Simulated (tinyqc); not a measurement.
Charge neutrality of a doped semiconductor with incomplete ionisation. From majority density p back to temperature T. Computed by tinyqc, a small Python program. Command: `OMP_NUM_THREADS=1 python tinyqc.py 3012415 3012416 out.jsonl dopant inv`. One thread of a shared host (Intel(R) Xeon(R) Processor @ 2.30GHz), about 0.09 s of CPU time with the checks.

Energies are counted from the top of the valence band; E_D is measured down from the conduction band and E_A up from the valence band.

Inputs (values chosen for the exercise, modelled on GaAs):
```
quantity                    value   unit
gap at 0 K E_g0               1.5     eV
Varshni alpha            0.000523   eV/K
Varshni beta                  198      K
electron mass m_e          0.0675    m_0
valleys M_c                     1      -
hole mass m_h               0.544    m_0
acceptor density N_A      6.3e+15  cm^-3
acceptor depth E_A         0.0281     eV
acceptor degeneracy g_A         4      -
iteration cap                  60      -
```

Doping: p-type. Statistics of the bands: Fermi-Dirac. Solver: bisection. Start of Newton steps: 0.25 eV inside the majority band.

Constants: m_0 = 9.1093837015e-31 kg; k_B = 1.380649e-23 J/K; h = 6.62607015e-34 J s; k_B = 8.617333262e-05 eV/K.

Method:
- E_g = E_g0 - alpha T^2/(T + beta).
- N_c = 2 M_c (2 pi m_e k_B T/h^2)^(3/2) and N_v = 2 (2 pi m_h k_B T/h^2)^(3/2), masses in units of m_0.
- n_i = sqrt(N_c N_v) exp(-E_g/(2 k_B T)); E_i = E_g/2 + (k_B T/2) ln(N_v/N_c).
- n = N_c F_1/2((E_F - E_g)/k_B T), p = N_v F_1/2(-E_F/k_B T).
- F_1/2(eta) = (2/sqrt(pi)) int_0^infinity sqrt(x)/(1 + exp(x - eta)) dx, by the trapezoid rule in t = sqrt(x) with step 0.02 up to t = 12 (for eta < -12 by exp(eta) - exp(2 eta)/2^(3/2)).
- N_A- = N_A/(1 + g_A exp((E_A - E_F)/k_B T)).
- Neutrality: p + N_D+ = n + N_A-; the log ratio is ln[(p + N_D+)/(n + N_A-)].
- Bisection of the log ratio between E = -0.3 and E_g + 0.3 eV; stop when |log ratio| < 1e-9.

Task: A run gave the result below. Find the temperature T, known to lie between 120 and 310 K.

majority density p = 6.018736e+15 cm^-3

Result:

Each step takes the trial c = (a f_b - b f_a)/(f_b - f_a), f being the result less the target and a, b, c the logarithms of the listed values; c replaces end b, the old b replaces a if the sign of f changed, and otherwise f_a is halved.

Scan of the range:
```
temperature T (K)  majority density p (cm^-3)
120                               5.56349e+15
141                               5.87051e+15
165                               6.04320e+15
193                               6.14257e+15
226                               6.20107e+15
265                               6.23628e+15
310                               6.25759e+15
```

False position (Illinois rule, in the logarithm of the input) inside the bracket:
```
step    end a    end b    trial  majority density p (cm^-3)
1     141.000  165.000  161.366                 6.02414e+15
2     141.000  161.366  159.894                 6.01585e+15
3     161.366  159.894  160.405                 6.01877e+15
4     159.894  160.405  160.400                 6.01874e+15
5     159.894  160.400  160.400                 6.01874e+15
6     160.400  160.400  160.400                 6.01874e+15
```

Majority density p rises at every point of a 13-point scan of the range (every second point is shown), so one value fits; it is bracketed by 141 and 165. Answer: temperature T = 160.4 K.
